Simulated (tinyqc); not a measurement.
Donor in an ellipsoidal valley (Kohn-Luttinger variational method). Changing the transverse mass m_t. Computed by tinyqc, a small Python program. Command: `OMP_NUM_THREADS=1 python tinyqc.py 3010181 3010182 out.jsonl kohnlutt sweep`. One thread of a shared host (Intel(R) Xeon(R) Processor @ 2.30GHz), about 0.08 s of CPU time with the checks.

H = -(d^2/dx^2 + d^2/dy^2) - gamma d^2/dz^2 - 2/r in units built on m_t, with gamma = m_t/m_l and z along the valley axis. One valley; no valley-orbit or central-cell term.

Inputs (values chosen for the exercise, modelled on GaP): longitudinal mass m_l = 1.2 m_0; dielectric constant eps = 10.8.

Constants: Ry = 13.605693123 eV; a_0 = 0.529177210903 angstrom.

Method:
- Ry* = Ry m_t/eps^2, a* = a_0 eps/m_t, gamma = m_t/m_l.
- Trial function exp(-sqrt((x^2 + y^2)/a^2 + z^2/b^2)) with beta = b/a < 1: E = t/a^2 - u/a, t = (2 + gamma/beta^2)/3, u = 2 arcsin(sqrt(1 - beta^2))/sqrt(1 - beta^2); the best a is 2 t/u and E(beta) = -u^2/(4 t).
- Golden-section search on beta from 0.05 to 0.999, 60 steps.
- Gaussian basis: g = P exp(-al (x^2 + y^2) - be z^2) with P = 1 (s-like), z (2p0) or x (2p+-); al = 0.004 x 2.6^k, k = 0..11, and be/al = 1, gamma^(-1/2) or 1/gamma (36 functions); 1/r = (2/sqrt(pi)) int exp(-t^2 r^2) dt by 48 Gauss-Legendre points after t = sqrt(al_i + al_j) tan(theta); overlap eigenvalues below 1e-10 are dropped.

One run for each value:

| transverse mass m_t (m_0) | 1s binding energy, trial function (meV) | 2p0 binding energy (meV) | 2p+- binding energy (meV) | radius a of the 1s trial function (angstrom) | radius b of the 1s trial function (angstrom) |
|---|---|---|---|---|---|
| 0.040 | 10.40 | 5.463 | 1.767 | 84.818 | 25.904 |
| 0.063 | 15.23 | 7.399 | 2.697 | 56.505 | 20.167 |
| 0.098 | 21.87 | 9.786 | 4.047 | 38.279 | 15.907 |
| 0.150 | 30.72 | 12.620 | 5.947 | 26.454 | 12.737 |
| 0.240 | 44.23 | 16.421 | 9.029 | 17.713 | 10.042 |
| 0.380 | 62.42 | 20.857 | 13.462 | 12.055 | 8.026 |
| 0.590 | 85.83 | 25.773 | 19.557 | 8.401 | 6.529 |
| 0.920 | 116.99 | 31.369 | 28.236 | 5.876 | 5.345 |

Over the rows, 1s binding energy, trial function (meV) rises from 10.4 to 117 (exponent d ln y / d ln x 0.84 between the first rows and 0.70 between the last); 2p0 binding energy (meV) rises from 5.46 to 31.4 (exponent d ln y / d ln x 0.67 between the first rows and 0.44 between the last); 2p+- binding energy (meV) rises from 1.77 to 28.2 (exponent d ln y / d ln x 0.93 between the first rows and 0.83 between the last).

Caution (rows 0.590, 0.920): a* is only a few bond lengths, so central-cell and valley-orbit terms are large. Caution (rows 0.920): the short radius is only a few bond lengths, so the envelope approximation is rough.

Extremes, crossings and ranges named in words are read from the listed rows.
